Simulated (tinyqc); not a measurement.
Inside a calculation. Model: cluster expansion of a binary alloy: correlations, fit, cross-validation and ground states. Computed by tinyqc, a small Python program that keeps every step. Command: `OMP_NUM_THREADS=1 python tinyqc.py 3019630 3019631 out.jsonl clex walk`. One thread of a shared host (Intel(R) Xeon(R) Processor @ 2.30GHz), about 0.2 s of CPU time with the checks. Intermediate numbers are printed to about 6 digits and carried at full precision; extremes and crossings named in words are read from the listed rows.

s = +1 for A and -1 for B. Energy per site E = J0 + J1 P(point) + sum over clusters of m V P, with P the mean product of spins; V > 0 on a pair favours unlike neighbours. Clusters per site m: pair 1 6, pair 2 3, pair 3 12, triplet 8; the triplet is the triangle of first neighbours. Formation energies are counted from the line between pure A and pure B, which removes J0 and J1.

Inputs (values chosen for the exercise, for a model alloy): first-pair interaction V1 = -9.59 meV; second-pair interaction V2 = -2.9 meV; third-pair interaction V3 = -0.24 meV; triplet interaction Vt = 0.38 meV; noise amplitude = 4.2 meV/site; temperature T = 720 K; fraction x of B = 0.81.

Lattice: fcc.

Constants: k_B = 8.617333262e-05 eV/K.

## Design matrix

correlations P, counted on periodic cells, rows A, A3B L1_2, A3B D0_22, A3B (001) layers, A2B (001) layers, AB L1_0, AB L1_1, A2B2 (001) layers, AB2 (001) layers, AB3 L1_2, AB3 D0_22, AB3 (001) layers, B, columns point, pair 1, pair 2, pair 3, triplet:
```
[[1.00000, 1.00000, 1.00000, 1.00000, 1.00000],
 [0.50000, 0.00000, 1.00000, 0.00000, -0.50000],
 [0.50000, 0.00000, 0.66667, 0.33333, -0.50000],
 [0.50000, 0.33333, 0.66667, 0.00000, 0.50000],
 [0.33333, 0.11111, 0.55556, -0.33333, 0.33333],
 [0.00000, -0.33333, 1.00000, -0.33333, 0.00000],
 [0.00000, 0.00000, -1.00000, 0.00000, 0.00000],
 [0.00000, 0.33333, 0.33333, -0.33333, 0.00000],
 [-0.33333, 0.11111, 0.55556, -0.33333, -0.33333],
 [-0.50000, 0.00000, 1.00000, 0.00000, 0.50000],
 [-0.50000, 0.00000, 0.66667, 0.33333, 0.50000],
 [-0.50000, 0.33333, 0.66667, 0.00000, -0.50000],
 [-1.00000, 1.00000, 1.00000, 1.00000, -1.00000]]
```

Design matrix of formation energies: m (P - 1) for pairs and m (P(triplet) - P(point)) for the triplet; x = (1 - P(point))/2.

X, rows A, A3B L1_2, A3B D0_22, A3B (001) layers, A2B (001) layers, AB L1_0, AB L1_1, A2B2 (001) layers, AB2 (001) layers, AB3 L1_2, AB3 D0_22, AB3 (001) layers, B, columns pair 1, pair 2, pair 3, triplet:
```
[[0.0000, 0.0000, 0.0000, 0.0000],
 [-6.0000, 0.0000, -12.0000, -8.0000],
 [-6.0000, -1.0000, -8.0000, -8.0000],
 [-4.0000, -1.0000, -12.0000, 0.0000],
 [-5.3333, -1.3333, -16.0000, 0.0000],
 [-8.0000, 0.0000, -16.0000, 0.0000],
 [-6.0000, -6.0000, -12.0000, 0.0000],
 [-4.0000, -2.0000, -16.0000, 0.0000],
 [-5.3333, -1.3333, -16.0000, 0.0000],
 [-6.0000, 0.0000, -12.0000, 8.0000],
 [-6.0000, -1.0000, -8.0000, 8.0000],
 [-4.0000, -1.0000, -12.0000, 0.0000],
 [0.0000, 0.0000, 0.0000, 0.0000]]
```

## Formation energies

standard normal numbers for the noise (0 for the pure ends): A 0.000, A3B L1_2 -0.734, A3B D0_22 -0.236, A3B (001) layers 3.262, A2B (001) layers 0.230, AB L1_0 -0.274, AB L1_1 -0.394, A2B2 (001) layers 2.731, AB2 (001) layers 0.667, AB3 L1_2 -0.340, AB3 D0_22 -0.341, AB3 (001) layers -0.946, B 0.000

Exact: X V with V = (V1, V2, V3, Vt). The data to fit add the noise amplitude times the normal numbers, standing for what the clusters leave out.

exact energies (meV/site): A 0.0000, A3B L1_2 57.3800, A3B D0_22 59.3200, A3B (001) layers 44.1400, A2B (001) layers 58.8533, AB L1_0 80.5600, AB L1_1 77.8200, A2B2 (001) layers 48.0000, AB2 (001) layers 58.8533, AB3 L1_2 63.4600, AB3 D0_22 65.4000, AB3 (001) layers 44.1400, B 0.0000

data (meV/site): A 0.0000, A3B L1_2 54.2972, A3B D0_22 58.3288, A3B (001) layers 57.8404, A2B (001) layers 59.8193, AB L1_0 79.4092, AB L1_1 76.1652, A2B2 (001) layers 59.4702, AB2 (001) layers 61.6547, AB3 L1_2 62.0320, AB3 D0_22 63.9678, AB3 (001) layers 40.1668, B 0.0000

## Normal equations for V1, V2, Vt

Leave out pair 3: A = X^T X and b = X^T E (E being the data with noise) over these three columns; solve A V = b. The root-mean-square error runs over the structures between the pure ends.

matrix A, rows V1, V2, Vt:
```
[[348.889, 78.222, 0.000],
 [78.222, 47.556, 0.000],
 [0.000, 0.000, 256.000]]
```

b (meV): [-3801.79, -958.20, 106.99]

fitted V1, V2, Vt (meV): [-10.1064, -3.5254, 0.4179]

root-mean-square error of the three-cluster fit = 6.23148 meV/site

The fit misses V1 by -0.52, V2 by -0.63 and Vt by +0.04 meV; the omitted V3 = -0.24 meV and the noise shift the fitted values.

## Which clusters to keep

For each set, H = X (X^T X)^-1 X^T over the structures between the ends; residual e = E - H E; leave-one-out error e_i/(1 - H_ii); both as root mean squares.

Fits:
```
clusters     fit error (meV/site)  leave-one-out error (meV/site)  largest H_ii
V1                        8.76425                          9.5224      0.183439
V1 V2                     6.54952                         11.8836      0.824987
V1 V3                     6.92246                          8.1988      0.348390
V1 V2 Vt                  6.23148                         11.8051      0.824987
V1 Vt                     8.52919                         10.0165      0.353185
V1 V2 V3                  4.91841                          7.8768      0.896047
V1 V3 Vt                  6.62235                          8.4739      0.515858
V1 V2 V3 Vt               4.48618                          7.7372      0.896047
```

leave-one-out error without pair 3 = 11.8051 meV/site

leave-one-out error with all four = 7.73722 meV/site

The fit error can only fall as clusters are added, to 4.49 meV with all four. The leave-one-out error is least for V1 V2 V3 Vt (7.74 meV): dropping V2, V3 or Vt makes prediction worse at this noise.

## Ground states by the convex hull

Height above the hull = E less the lowest straight line between two structures that bracket x (or the lowest structure at the same x). The three-term fit is X V with the fitted values.

Hull among these structures (meV/site):
```
structure                x  exact E  above hull  fitted E  above hull, fit
A                  0.00000   0.0000      0.0000    0.0000           0.0000
A3B L1_2           0.25000  57.3800     57.3800   57.2952          57.2952
A3B D0_22          0.25000  59.3200     59.3200   60.8206          60.8206
A3B (001) layers   0.25000  44.1400     44.1400   43.9512          43.9512
A2B (001) layers   0.33333  58.8533     58.8533   58.6016          58.6016
AB L1_0            0.50000  80.5600     80.5600   80.8516          80.8516
AB L1_1            0.50000  77.8200     77.8200   81.7911          81.7911
A2B2 (001) layers  0.50000  48.0000     48.0000   47.4766          47.4766
AB2 (001) layers   0.66667  58.8533     58.8533   58.6016          58.6016
AB3 L1_2           0.75000  63.4600     63.4600   63.9821          63.9821
AB3 D0_22          0.75000  65.4000     65.4000   67.5075          67.5075
AB3 (001) layers   0.75000  44.1400     44.1400   43.9512          43.9512
B                  1.00000   0.0000      0.0000    0.0000           0.0000
```

lowest exact formation energy = 0 meV/site

Only the pure ends are on the exact hull: at zero temperature the alloy separates. The fit finds the same set. A structure at zero height may lie on a tie line without being a vertex, and structures outside this list could lie lower.

## The random alloy and its short-range order

Random alloy: P(pair) = p^2, P(triplet) = p^3, p = 1 - 2x, so H_mix = (p^2 - 1) sum m V(pairs) + (p^3 - p) m Vt; G_mix = H_mix + k_B T [x ln x + (1 - x) ln(1 - x)]. To first order in 1/T the Warren-Cowley parameter of shell 1 is alpha_1 = -(1 - p^2) V_eff/(k_B T), V_eff = V1 + (number of triplets on a first-neighbour bond) p Vt, that number being 4.

mixing enthalpy H_mix = 43.7106 meV/site

mixing free energy G_mix = 13.5429 meV/site

alpha_1 = 0.104501

alpha_1 > 0: like neighbours cluster. Caution: G_mix lies above the hull of the ordered structures at this x, so the random alloy is not the equilibrium state at T.

Checks made by the program: leave-one-out formula against refits (relative difference below 1e-10).
